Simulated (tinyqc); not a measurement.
Recursion (Haydock) method for the local density of states: impurity site of a square lattice, step by step. Values are carried at full precision from step to step, so a last printed digit may differ when a step is redone from the rounded ones.

One orbital a site at energy 0, hopping -t to the 4 nearest neighbours of a square lattice; the start u0 is a site in the bulk, with energy V. Recursion: a_n = <u_n|H|u_n>, b_(n+1) u_(n+1) = (H - a_n) u_n - b_n u_(n-1), b > 0. G(z) = 1/(z - a0 - b1^2/(z - a1 - b2^2/(...))), z = E + i eta. After n levels the tail is b_n^2 T with the square-root terminator T = (z - sqrt(z - 2b) sqrt(z + 2b))/(2 b^2), b = 2t so that the band edges lie at -/+ 4t.

Values chosen for the exercise: t = 1.39 eV (hopping); V = -0.6 eV (shift of the starting site); n = 6 (levels kept); E = -2.96 eV (energy); eta = 0.069 eV (broadening).

## The coefficients

Carry the recursion for n levels; the lattice is large enough that no wall is met.

Coefficients:
```
n  a_n (eV)  b_(n+1) (eV)  b_(n+1)^2/t^2
0   -0.6000       2.78000         4.0000
1    0.0000       3.10813         5.0000
2    0.0000       2.70961         3.8000
3    0.0000       2.88413         4.3053
4    0.0000       2.73542         3.8727
5    0.0000       2.83819         4.1692
```

b1^2/t^2 = 4 counts the neighbours of the start. Only a0 = V differs from zero: u_n lies on one sublattice and is orthogonal to the start. The b_n tend to a quarter of the band width, 2.780 eV.

## Moments from the coefficients

For a1 = a2 = 0: mu1 = a0, mu2 = a0^2 + b1^2, mu3 = a0^3 + 2 a0 b1^2, mu4 = a0^4 + 3 a0^2 b1^2 + b1^4 + b1^2 b2^2.

mu1 to mu4 (eV^n): [-0.600, 8.088, -9.490, 142.865]

## The continued fraction at one energy

Start from the terminator and work up: G_i = 1/(z - a_i - S_i), S_i = b_(i+1)^2 G_(i+1), with T in place of G_n. The density is -Im G_0/pi.

Levels of the fraction:
```
i         S_i (eV)       G_i (1/eV)
5  -1.5200-2.4173i  -0.1744-0.3012i
4  -1.3052-2.2536i  -0.2035-0.2856i
3  -1.6925-2.3756i  -0.1672-0.3224i
2  -1.2273-2.3670i  -0.1939-0.2726i
1  -1.8731-2.6334i  -0.1281-0.3185i
0  -0.9901-2.4616i  -0.1654-0.3056i
```

local density of states = 0.0973 1/eV

A direct sum over the zone gives 0.0950 1/eV at the same z; 6 levels miss it by +2.4 %.

## Checks

- G from 10 levels against a direct sum over the zone at E = 9.4960 eV, above the band (1/eV): both 0.10901.

Program tinyqc; command `OMP_NUM_THREADS=1 python tinyqc.py 1452510 1452511 out.jsonl`; about 0.01 s on one thread of a shared Intel(R) Xeon(R) Processor @ 2.30GHz.
